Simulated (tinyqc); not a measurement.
## MOS structure on a p-type body with a doping step, non-linear Poisson equation by Newton steps: charge and capacitance against gate voltage

One dimension, insulator interface at x = 0, acceptor density N1 for x < x1 and Na beyond, net doping C = -(acceptor density). psi is counted from the intrinsic level: n = ni exp((psi - Vb)/Vt), p = ni exp(-psi/Vt); deep in the body psi_b = -Vt ln(Na/ni). The gate acts through Cox = eps0 eox/tox and has the potential psi_G = Vg - (phiM - chi - Vt ln(Nc/ni)). Boltzmann statistics, full ionisation, classical densities, no oxide or interface charge.

ni = sqrt(Nc Nv) exp(-Eg/(2 Vt)), Eg in volts. The Poisson equation d/dx(eps0 eps_r dpsi/dx) = -q (p - n + C), with eps0 eps_r dpsi/dx = -Cox (psi_G - psi_0) at x = 0, is solved on a mesh of about 600 nodes or more. N_inv is the integral of n less its value deep in the body. C_LF = Cox (1 - dpsi_0/dVg) with all carriers following; C_HF is the same with the electron quasi-Fermi level shifting uniformly so that N_inv stays fixed. The centroid is that of the same excess.

Values chosen for this exercise; band and dielectric values close to those of silicon:

| symbol | value | unit | meaning |
|---|---|---|---|
| T | 300 | K | temperature |
| Eg | 1.13 | eV | band gap |
| eps_r | 11.8 |  | relative permittivity |
| Nc | 2.77e19 | cm^-3 | conduction-band density of states at T |
| Nv | 2.6e19 | cm^-3 | valence-band density of states at T |
| chi | 4.09 | eV | electron affinity |
| Na | 2.7e16 | cm^-3 | acceptor density deep in the body |
| eox | 3.9 |  | relative permittivity of the gate insulator (close to silicon dioxide) |
| tox | 3.7 | nm | insulator thickness |
| phiM | 4.62 | eV | gate work function |
| Vb | 0 | V | electron quasi-Fermi potential against the body |
| x1 | 140 | nm | depth of the doping step |
| N1 | 8.1e16 | cm^-3 | acceptor density above the step |

Constants: q = 1.602176634e-19 C, kB = 1.380649e-23 J/K, Vt = kB T/q, eps0 = 8.8541878128e-14 F/cm where lengths are in cm. Results are converted to the units shown.

Charge and capacitance against gate voltage:

| Vg (V) | psi_0 - psi_b (V) | N_inv (cm^-2) | C_LF/Cox | C_HF/Cox | centroid (nm) |
|---|---|---|---|---|---|
| 0.25 | 0.542 | 8.13e5 | 0.106 | 0.106 | 2.34 |
| 0.44 | 0.713 | 5.25e8 | 0.0965 | 0.0937 | 2.02 |
| 0.63 | 0.863 | 1.48e11 | 0.496 | 0.0857 | 1.76 |
| 0.83 | 0.921 | 9.57e11 | 0.827 | 0.0843 | 1.44 |
| 1.02 | 0.946 | 1.91e12 | 0.895 | 0.0842 | 1.23 |
| 1.21 | 0.963 | 2.92e12 | 0.924 | 0.0842 | 1.07 |
| 1.41 | 0.977 | 4.00e12 | 0.941 | 0.0842 | 0.950 |

Read the table: what changes, and by how much?

N_inv goes from 8.13e5 to 4.00e12 cm^-2 and passes 2e11 cm^-2 at Vg = 0.648 V. Below threshold it takes 67.6 mV a decade between Vg = 0.25 and 0.44 V, against Vt ln 10 = 59.5 mV. C_LF/Cox is lowest, 0.0965, at Vg = 0.44 V among the rows listed and ends at 0.941, while C_HF/Cox ends at 0.0842. Between the last two rows q dN_inv/dVg is 0.932 Cox. Where the classical centroid is under about 2 nm, confinement would move the charge away from the interface and raise the threshold. Above about 2e12 cm^-2 degeneracy matters too.

Computed by the program tinyqc: `OMP_NUM_THREADS=1 python tinyqc.py 2080059 2080060 out.jsonl`, one thread of a shared Intel Xeon 2.30GHz, about 0.3 s for the whole run.
